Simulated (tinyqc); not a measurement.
Inside a calculation. Method: one-electron ion in a basis of Gaussians. One step of it, computed by the program tinyqc.

Task: Generalised eigenproblem. Solve H C = S C e through S^(-1/2); each column has its largest component positive (the first on a tie).

H = T + V (hartree):
```
           1          2          3
1  -2.035460  -1.939543  -1.251565
2  -1.939543  -2.761988  -2.575026
3  -1.251565  -2.575026  -2.062496
```

S:
```
          1         2         3
1  1.000000  0.665171  0.239454
2  0.665171  1.000000  0.665125
3  0.239454  0.665125  1.000000
```

Give: eigenvalues of S; eigenvalues; coefficients.

Result:

eigenvalues of S: 0.171  0.761  2.068

eigenvalues (hartree): -3.074  -1.338  1.339

coefficients:
```
       1       2       3
1  0.131   1.201  -0.780
2  0.617  -0.537   1.681
3  0.390  -0.294  -1.352
```

For Z = 5 and l = 1 the exact lowest level is -Z^2/(2 n^2) with n = l + 1: -3.125000 hartree.
